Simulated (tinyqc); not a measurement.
# Threshold-voltage variability of a planar MOSFET, analytic estimates: effect of the correlation length of the roughness

Three independent sources add in quadrature: random dopants in the depleted layer, metal-gate grains of two orientations, and roughness of the two gate edges acting through the roll-off VT = VT(long) - Vr exp(-L/l). These are first-order estimates: no three-dimensional electrostatics, no percolation.

ni = sqrt(Nc Nv) exp(-Eg/(2 Vt)), Eg in volts; Cox = 3.9 eps0/ti; Wd = sqrt(4 eps0 eps_r Vt ln(Na/ni)/(q Na)); dopants: s1 = (q/Cox) sqrt(Na Wd/(3 L W)). Grains: Ng = L W/G^2 (at least 1), s2 = dW sqrt(p (1 - p)/Ng). Edges, with exponential correlation and u = W/La: the mean gate length has sL^2 = 2 De^2 (2/u)[1 - (1 - exp(-u))/u]; s3 = sL (Vr/l) exp(-L/l). s = sqrt(s1^2 + s2^2 + s3^2). l and Vr are held fixed.

Values chosen for this exercise; material values close to those of silicon: temperature T = 273 K; band gap Eg = 1.14 eV; relative permittivity of the semiconductor eps_r = 11.9; conduction-band density of states at T Nc = 2.41e19 cm^-3; valence-band density of states at T Nv = 2.29e19 cm^-3; channel doping Na = 5.9e17 cm^-3; oxide-equivalent thickness in inversion ti = 2.4 nm; gate length L = 20 nm; gate width W = 86 nm; metal grain size G = 4 nm; work-function difference of the two grain orientations dW = 0.2 eV; share of the orientation of higher work function p = 0.6; rms roughness of one gate edge De = 1.6 nm; decay length of the threshold roll-off l = 4.5 nm; prefactor of the roll-off Vr = 2.3 V.

Constants: q = 1.602176634e-19 C, kB = 1.380649e-23 J/K, Vt = kB T/q, eps0 = 8.8541878128e-14 F/cm where lengths are in cm. Results are converted to the units shown.

The same in every row: s1 (mV) = 25.65; s2 (mV) = 9.450.

Result of one run:
```
La (nm)  s3 (mV)  s (mV)  s sqrt(L W) (mV um)
5          4.495   27.71                1.149
```

What becomes of these results when the correlation length of the roughness La is changed from 5 to 160 nm, all else the same?

Result of the changed run:
```
La (nm)  s3 (mV)  s (mV)  s sqrt(L W) (mV um)
160        12.47   30.05                1.246
```

The whole series:
```
La (nm)  s3 (mV)  s (mV)  s sqrt(L W) (mV um)
2          2.895   27.49                1.140
5          4.495   27.71                1.149
10         6.157   28.02                1.162
20         8.131   28.52                1.183
40         10.05   29.13                1.208
80         11.53   29.67                1.231
160        12.47   30.05                1.246
```

As La goes from 2 to 160 nm, s rises from 27.5 to 30.0 mV. The dopants are the largest source in the first and the last row. The edge term s3 rises from 2.89 to 12.5 mV: a longer correlation averages out less along the width. In every row the depletion depth exceeds L, so source and drain share much of the charge and s1 is rough.

Computed by the program tinyqc: `OMP_NUM_THREADS=1 python tinyqc.py 2090159 2090160 out.jsonl`, one thread of a shared Intel Xeon 2.30GHz, about 0.01 s for the whole run.
